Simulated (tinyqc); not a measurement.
## Doping and flat-band voltage from the body effect

Question. VT = Vfb + 2 phiF + gamma sqrt(2 phiF + Vsb), phiF = Vt ln(Na/ni), gamma = sqrt(2 q eps0 eps_r Na)/Cox, Cox = eps0 eox/tox. Find Na, gamma and Vfb from two thresholds.

Values chosen for this exercise; material values close to those of germanium:
```
symbol  value  unit                                      meaning
T         325     K                                  temperature
eps_r    15.9         relative permittivity of the semiconductor
eox      7.55        relative permittivity of the gate insulator
tox       6.4    nm                          insulator thickness
```

Constants: q = 1.602176634e-19 C, kB = 1.380649e-23 J/K, Vt = kB T/q, eps0 = 8.8541878128e-14 F/cm where lengths are in cm. Results are converted to the units shown.

VT at Vsb = 0 and 2 V (V): [0.39511583, 0.91291796]
ni = 5.5901831e13 cm^-3

Solution. The difference of the thresholds, gamma [sqrt(2 phiF + Vsb) - sqrt(2 phiF)], holds no Vfb and rises with Na, so it has one root; Vfb then follows from the first threshold.

Na = 8.800e17 cm^-3
gamma = 0.6032 V^0.5
Vfb = -0.5900 V

Computed by the program tinyqc: `OMP_NUM_THREADS=1 python tinyqc.py 2360037 2360038 out.jsonl`, one thread of a shared Intel Xeon 2.30GHz, about 0.02 s for the whole run.
